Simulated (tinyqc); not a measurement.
## Off-state leakage of single and stacked transistors: subthreshold current against the height of the stack

n-channel devices of unit width. Subthreshold current I(Vg, Vs, Vd) = I0 (T/300 K)^0.5 exp[(Vg - Vs - VT(T) - gb (Vs - Vb) + dd (Vd - Vs))/(nf Vt)] (1 - exp(-(Vd - Vs)/Vt)), VT(T) = VT - cT (T - 300 K). Gate-edge tunnelling Ig (Vd/1 V) exp(ag (Vd - 1 V)), for a gate at 0 V, and band-to-band leakage Ab u exp(-Bb/u), u = Vd - Vb + 1 V, flow at a drain held at V; both are taken as independent of T. In a stack of off transistors (all gates at 0 V) the same subthreshold current passes through each.

All n gates at 0 V, bottom source at 0 V, top drain at V; node voltages follow from equal currents.

Values chosen for this exercise; values of the order met in bulk silicon logic transistors: temperature T = 300 K; supply voltage V = 1.2 V; threshold at 300 K, zero drain and body bias VT = 0.46 V; fall of the threshold with temperature cT = 0.9 mV/K; current at threshold at 300 K I0 = 0.11 uA/um; slope factor nf = 1.44; drain-induced lowering per volt dd = 0.14; rise of the threshold per volt of source-body bias gb = 0.17; body voltage Vb = -0.3 V.

Constants: q = 1.602176634e-19 C, kB = 1.380649e-23 J/K, Vt = kB T/q. Results are converted to the units shown.

Subthreshold current against the height of the stack:
```
n,I (nA/um),reduction factor,drain voltage of the bottom device (mV),source voltage of the top device (mV),voltage across the top device (V)
1,0.01096,1.000,1200,0,1.200
2,1.840e-4,59.58,116.2,116.2,1.084
3,8.239e-5,133.0,25.24,139.0,1.061
4,5.295e-5,207.0,13.99,151.5,1.048
5,3.899e-5,281.1,9.696,160.2,1.040
6,3.086e-5,355.2,7.424,166.9,1.033
```

The second transistor cuts the current by a factor of 59.6, the third by a further 2.23 and the sixth by 1.26. The top device keeps 86.1 % of the supply at n = 6, while the drain voltage of the bottom one falls to 0.287 Vt.

Computed by the program tinyqc: `OMP_NUM_THREADS=1 python tinyqc.py 2242048 2242049 out.jsonl`, one thread of a shared Intel Xeon 2.30GHz, about 0.03 s for the whole run.
